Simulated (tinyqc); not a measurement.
From folded lines to real minibands: band folding and unfolding in a supercell of a chain.

A chain with hopping -t and n = 6 sites a supercell. H(K) has v_j on the diagonal, -t between neighbours and -t exp(2 pi i K) on the bond that closes the cell (from the last site to the first of the next cell). The point K holds the n wave vectors k_m = (K + m)/n of the primitive zone, in 2 pi/a, m = 0 to n - 1, with E0 = -2t cos(2 pi k_m). The unfolding weight of a state c on k_m is |sum_j c_j exp(-2 pi i k_m j)|^2/n, j = 0 to n - 1.

Parameters, chosen for this exercise:
```
symbol  value                                    unit        meaning
t       1.43                                     eV          hopping
v       (-0.71, 0.71, -0.71, 0.71, -0.71, 0.71)  eV          site energies in the supercell
Kq      0.35                                     2 pi/(n a)  wave vector in the small zone
```

The potential is scaled by x. For the lowest level at K: energy, second-order estimate E0(k_0) + x V_0 - x^2 sum_m |V_m|^2/(E0(k_m) - E0(k_0)), weight on k_0, and width of the lowest miniband between K = 0 and 1/2.

Lowest level:
```
x,E (eV),second order (eV),weight on k_0,miniband width (eV)
0.00,-2.6700,-2.6700,1.000,0.3832
0.25,-2.6759,-2.6759,0.999,0.3823
0.50,-2.6935,-2.6936,0.996,0.3798
1.00,-2.7628,-2.7644,0.983,0.3702
1.50,-2.8746,-2.8824,0.964,0.3558
2.00,-3.0242,-3.0476,0.941,0.3381
3.00,-3.4156,-3.5196,0.891,0.2993
4.00,-3.8980,-4.1804,0.842,0.2622
```

What does the comparison show?

Second order is -1.6 meV off at x = 1 and -104 meV at x = 3. The weight on the parent k falls to 0.98 at x = 1 and 0.84 at x = 4, and the miniband narrows from 0.383 to 0.262 eV as the state gathers on the low sites. While the weight stays near one the primitive band is still the right picture and the folded copies carry little spectral weight.

Program tinyqc; command `OMP_NUM_THREADS=1 python tinyqc.py 1481496 1481497 out.jsonl`; about 0.01 s on one thread of a shared Intel(R) Xeon(R) Processor @ 2.30GHz.
